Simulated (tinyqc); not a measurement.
Short-period [001] superlattice in sp3s* tight binding, step by step. Values are carried at full precision from step to step, so a last printed digit may differ when a step is redone from the rounded ones.

sp3s* tight binding, nearest neighbours only: anion (a) at 0, cation (c) at a/4 (1,1,1), orbitals s, px, py, pz, s* on each; k in units of 2 pi/a. With phases e_j = exp(i (pi/2) k.n_j) for n = (1,1,1), (1,-1,-1), (-1,1,-1), (-1,-1,1): g0 = (e1+e2+e3+e4)/4, g1 = (e1+e2-e3-e4)/4, g2 = (e1-e2+e3-e4)/4, g3 = (e1-e2-e3+e4)/4. The diagonal holds the levels Esa, Epa, Exa (s*) and Esc, Epc, Exc. Anion-cation block: <sa|sc> = Vss g0; <sa|xc> = Vsapc g1; <xa|sc> = -Vscpa g1; <xa|xc> = Vxx g0; <xa|yc> = <ya|xc> = Vxy g3, <xa|zc> = <za|xc> = Vxy g2, <ya|zc> = <za|yc> = Vxy g1; <s*a|xc> = Vxapc g1; <xa|s*c> = -Vpaxc g1; y and z take g2 and g3 in place of g1; s-s* and s*-s* vanish.

Values chosen for the exercise (A near a published set for GaAs, B for AlAs; shifted at random, so the results belong to these values and not to a real crystal):
- pA = (-8.354, 1.043, -2.664, 3.675, 8.614, 6.722, -6.463, 1.951, 5.093, 4.487, 5.787, 4.838, 4.794) eV (order Esa, Epa, Esc, Epc, Exa, Exc, Vss, Vxx, Vxy, Vsapc, Vscpa, Vxapc, Vpaxc)
- pB = (-7.529, 0.981, -1.166, 3.592, 7.463, 6.741, -6.647, 1.883, 4.285, 5.107, 5.497, 4.508, 4.997) eV (the same for B)
- dEv = 0.57 eV (valence offset: Ev(B) lies this far below Ev(A))
- n = 2 (monolayers of A)
- m = 1 (monolayers of B)

## Band line-up of the two bulk crystals

Edges on the common scale: Ev, the conduction level at Gamma, the minimum on (kx,0,0) for kx from 0.5 to 1, and the level at X.

Edges (eV):
```
crystal       Ev   Gamma  Delta minimum       X
A         0.0000  1.5468         2.0410  2.0410
B        -0.5700  2.4565         1.7084  1.7394
```

For Gamma electrons A is the well, 0.910 eV deep; for X electrons B is, 0.302 eV deep; holes sit in A.

## Shifted levels

Planes alternate anion, cation along [001], a/4 apart; at zero in-plane momentum s, pz, s* form one block. All levels of A are shifted so that its Ev (lower root of [[Epa, Vxx], [Vxx, Epc]]) is 0, and those of B so that its Ev is -dEv. A monolayer is an anion plane and the cation plane above it; an anion between unlike cations takes the mean of the two anion levels; each bond takes the couplings of its cation. Block from an anion to the cation above: U with Vss/2 (s,s), Vsapc/2 (s,z), -Vscpa/2 (z,s), Vxx/2 (z,z), Vxapc/2 (s*,z), -Vpaxc/2 (z,s*); to the cation below: the same with the s-z and s*-z signs reversed. The cell of n + m monolayers is closed with the phase exp(2 pi i q). No spin-orbit coupling. In this block 2 (n + m) levels are filled.

Parameters in the order Esa, Epa, Esc, Epc, Exa, Exc, Vss, Vxx, Vxy, Vsapc, Vscpa, Vxapc, Vpaxc. Find Ev of each set and shift the levels.

Ev before the shift (eV): A 0.0056, B -0.0048

Levels (eV):
```
plane                  s       p      s*
anion A          -8.3596  1.0374  8.6084
cation A         -2.6696  3.6694  6.7164
anion B          -8.0942  0.4158  6.8978
cation B         -1.7312  3.0268  6.1758
interface anion  -8.2269  0.7266  7.7531
```

## The matrix for n = 2, m = 1 at q = 0

Planes in the order a1, c1, a2, c2, ...; the A cations come first.

H (eV):
```
        sa1     za1     *a1     sc1     zc1     *c1     sa2     za2     *a2     sc2     zc2     *c2
sa1  -8.227       0       0  -3.232   2.244       0       0       0       0       0       0       0
za1       0   0.727       0  -2.893   0.976  -2.397       0       0       0       0       0       0
*a1       0       0   7.753       0   2.419       0       0       0       0       0       0       0
sc1  -3.232  -2.893       0  -2.670       0       0  -3.232   2.893       0       0       0       0
zc1   2.244   0.976   2.419       0   3.669       0  -2.244   0.976  -2.419       0       0       0
*c1       0  -2.397       0       0       0   6.716       0   2.397       0       0       0       0
sa2       0       0       0  -3.232  -2.244       0  -8.360       0       0  -3.232   2.244       0
za2       0       0       0   2.893   0.976   2.397       0   1.037       0  -2.893   0.976  -2.397
*a2       0       0       0       0  -2.419       0       0       0   8.608       0   2.419       0
sc2       0       0       0       0       0       0  -3.232  -2.893       0  -2.670       0       0
zc2       0       0       0       0       0       0   2.244   0.976   2.419       0   3.669       0
*c2       0       0       0       0       0       0       0  -2.397       0       0       0   6.716
sa3       0       0       0       0       0       0       0       0       0  -3.232  -2.244       0
za3       0       0       0       0       0       0       0       0       0   2.893   0.976   2.397
*a3       0       0       0       0       0       0       0       0       0       0  -2.419       0
sc3  -3.324   2.748       0       0       0       0       0       0       0       0       0       0
zc3  -2.554   0.942  -2.254       0       0       0       0       0       0       0       0       0
*c3       0   2.498       0       0       0       0       0       0       0       0       0       0

        sa3     za3     *a3     sc3     zc3     *c3
sa1       0       0       0  -3.324  -2.554       0
za1       0       0       0   2.748   0.942   2.498
*a1       0       0       0       0  -2.254       0
sc1       0       0       0       0       0       0
zc1       0       0       0       0       0       0
*c1       0       0       0       0       0       0
sa2       0       0       0       0       0       0
za2       0       0       0       0       0       0
*a2       0       0       0       0       0       0
sc2  -3.232   2.893       0       0       0       0
zc2  -2.244   0.976  -2.419       0       0       0
*c2       0   2.397       0       0       0       0
sa3  -8.227       0       0  -3.324   2.554       0
za3       0   0.727       0  -2.748   0.942  -2.498
*a3       0       0   7.753       0   2.254       0
sc3  -3.324  -2.748       0  -1.731       0       0
zc3   2.554   0.942   2.254       0   3.027       0
*c3       0  -2.498       0       0       0   6.176
```

## Levels of the small cell

Diagonalise (s, pz, s* block of a cell with n = 2, m = 1; px and py are apart). The lowest 6 levels are filled. Give the share of the cation weight of the lowest empty level that lies on the A cations, c1 and c2.

levels (eV): [-12.487, -11.126, -10.925, -5.837, -5.533, -0.187, 1.787, 2.165, 2.204, 2.698, 2.745, 4.478, 6.536, 8.009, 9.245, 9.418, 10.424, 11.083]

share on A cations = 0.825

The lowest empty level is number 7, at 1.787 eV.

## Checks

- Cell of two equal monolayers against the bulk levels at Gamma and X: they agree to 1e-10 or better.

Run: tinyqc, `OMP_NUM_THREADS=1 python tinyqc.py 1452343 1452344 out.jsonl`; Intel(R) Xeon(R) Processor @ 2.30GHz, one thread, shared host; about 0.5 s of CPU time with all checks.
